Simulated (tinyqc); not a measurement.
Ellipsometry and reflectance of a transparent film on an absorbing substrate: two steps of the calculation.

Air (index 1), film, substrate with N2 = n2 - i k2; time factor exp(+i w t). q_j = sqrt(N_j^2 - sin^2 th), root with positive real part. Fresnel coefficients r_s = (q_a - q_b)/(q_a + q_b), r_p = (N_b^2 q_a - N_a^2 q_b)/(N_b^2 q_a + N_a^2 q_b). tan(Psi) exp(i Delta) = R_p/R_s, Delta taken from 0 to 360 degrees.

Parameters, values chosen for the exercise; indices close to those of a porous low-k film on silicon:
- lam = 800 nm (wavelength)
- th = 70 degrees (angle of incidence)
- n1 = 1.3 (index of the transparent film)
- d = 76 nm (film thickness)
- n2 = 3.692 (index of the substrate)
- k2 = 0.0065 (extinction coefficient of the substrate)

Question 1. Interface coefficients and thickness period. q0, q1, q2 and the coefficients r01 and r12 for p and s; the results repeat in d with the period lam/(2 q1).

Find: q0; q1; q2; r01,p; r01,s; r12,p; r12,s; period.

Answer 1.

q0 = 0.3420
q1 = 0.8983
q2 = 3.570-0.007i
r01,p = -0.2170
r01,s = -0.4485
r12,p = 0.3398-0.0007i
r12,s = -0.5980+0.0006i
period = 445.3 nm

Question 2. Psi, Delta and reflectances. beta = 2 pi d q1/lam, X = exp(-2 i beta), R = (r01 + r12 X)/(1 + r01 r12 X) for p and s.

q1 = 0.89831942
r01,p = -0.21696005
r01,s = -0.44850563
r12,p = 0.33978514-0.00072471i
r12,s = -0.59795422+0.00060471i

Wanted: beta; X; R_p; R_s; Psi; Delta; |R_p|^2; |R_s|^2.

Answer 2.

beta = 0.53621 rad
X = 0.47800-0.87836i
R_p = -0.07764-0.30445i
R_s = -0.71662+0.31615i
Psi = 21.858 degrees
Delta = 99.499 degrees
|R_p|^2 = 0.098720
|R_s|^2 = 0.61349

The bare substrate gives Psi = 9.129 and Delta = 179.67 degrees.

Computed by the program tinyqc: `OMP_NUM_THREADS=1 python tinyqc.py 2870103 2870104 out.jsonl`, one thread of a shared Intel Xeon 2.30GHz, about 0.4 s for the whole run.
